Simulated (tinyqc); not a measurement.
Effective-mass impurity with a central-cell term, in a basis of Slater functions: one step, computed by the program tinyqc. Command: `OMP_NUM_THREADS=1 python tinyqc.py 3029224 3029225 out.jsonl centralcell walk`. One thread of a shared host (Intel(R) Xeon(R) Processor @ 2.30GHz), about 0.01 s of CPU time with the checks.

The envelope obeys H = -nabla^2 - (2/r) [Z + A exp(-kappa r)] in effective units, with kappa = a*/lambda; positive A deepens the well near the core.

Question. Matrices over the s basis. zeta_i = zeta_1 beta^(i-1), i = 1..n. For s functions exp(-zeta r), with s = zeta_i + zeta_j: S = 2/s^3, T = zeta_i zeta_j S, V = -2 Z/s^2, W = -2 A/(s + kappa)^2; each function is normalised by dividing by sqrt(S_ii S_jj).

Inputs (values chosen for the exercise, with mass and screening modelled on GaSb):

| quantity | value | unit |
|---|---|---|
| charge Z of the core | 1 | - |
| central-cell strength A | 91 | - |
| basis size n | 2 | - |
| smallest exponent zeta_1 | 0.41 | 1/a* |
| ratio beta of exponents | 2.7 | - |

Impurity: donor, one isotropic band.

kappa = 229.3215 1/a*

Give: exponents; overlap S; kinetic T; Coulomb V; central cell W.

Answer.

exponents (1/a*): 0.41  1.107

overlap S:
```
       1      2
1  1.000  0.701
2  0.701  1.000
```

kinetic T (Ry*):
```
        1         2
1  0.1681    0.3180
2  0.3180  1.225449
```

Coulomb V (Ry*):
```
        1       2
1   -0.82  -1.063
2  -1.063  -2.214
```

central cell W (Ry*):
```
            1          2
1  -9.473e-04  -0.004177
2   -0.004177   -0.01842
```
